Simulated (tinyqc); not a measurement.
Bound state in one dimension: Numerov shooting, finite differences, DVR, step by step. Computed by tinyqc, a small Python program that keeps every step. Settings: points = 64. Command: `OMP_NUM_THREADS=1 python tinyqc.py 29831 29832 out.jsonl` (the two numbers bound the seeds that draw the settings). One thread of a shared host (Intel(R) Xeon(R) Processor @ 2.60GHz), about 0.01 s of CPU time with the checks.

## Numerov steps at E = 0.1

One particle of mass 1 in V = 11.73 (1 - exp(-0.79 x))^2 (atomic units), psi = 0 at both ends:
```
parameter                 value
left end              -1.600000
right end                     7
intervals                    64
h                      0.134375
state sought (nodes)          0
```

k_i = 2 m (E - V_i); (1 + h^2 k_(i+1)/12) y_(i+1) = 2 (1 - 5 h^2 k_i/12) y_i - (1 + h^2 k_(i-1)/12) y_(i-1), from y_0 = 0, y_1 = 0.001.

Points along the way:
```
i           x          V            k          y
0   -1.600000  75.650540  -151.101080   0.000000
1   -1.465625  55.902381  -111.604763   0.001000
2   -1.331250  40.689286   -81.178572   0.004191
3   -1.196875  29.067461   -57.934922   0.013880
4   -1.062500  20.281332   -40.362664   0.038521
5   -0.928125  13.726768   -27.253537   0.091521
21   1.221875   4.496278    -8.792557  12.017468
22   1.356250   5.070709    -9.941417  17.347774
23   1.490625   5.616766   -11.033532  25.861500
24   1.625000   6.131669   -12.063337  39.648044
25   1.759375   6.613994   -13.027987  62.281782
26   1.893750   7.063334   -13.926668  99.938895
```

## Bisection on the node count

With more sign changes than the state has nodes (the last point included) the energy is too high, else too low; the bracket starts as 0.1 to 10.

Trials:
```
trial           E  sign changes  y at the right end   next
1      5.05000000             2            1.78e+05  lower
2      2.57500000             1           -2.20e+09  lower
3      1.33750000             0            2.51e+10  raise
4      1.95625000             1           -1.55e+09  lower
5      1.64687500             0            4.84e+09  raise
6      1.80156250             0            6.10e+08  raise
7      1.87890625             1           -6.69e+08  lower
8      1.84023438             1           -8.52e+07  lower
9      1.82089844             0            2.48e+08  raise
10     1.83056641             0            7.77e+07  raise
11     1.83540039             1           -4.64e+06  lower
12     1.83298340             0            3.63e+07  raise
13     1.83419189             0            1.58e+07  raise
14     1.83479614             0            5.55e+06  raise
...           ...           ...                 ...    ...
28     1.83512500             1           -5.80e+02  lower
29     1.83512499             1           -2.69e+02  lower
30     1.83512498             1           -1.13e+02  lower
```

eigenvalue = 1.83512498 hartree

## The same grid by other methods

Three-point finite differences and the sine-DVR kinetic matrix of Colbert and Miller on the same points.

Lowest levels (hartree):
```
state  finite differences       DVR
0                1.827775  1.835191
1                5.010628  5.037500
2                7.567971  7.615711
```
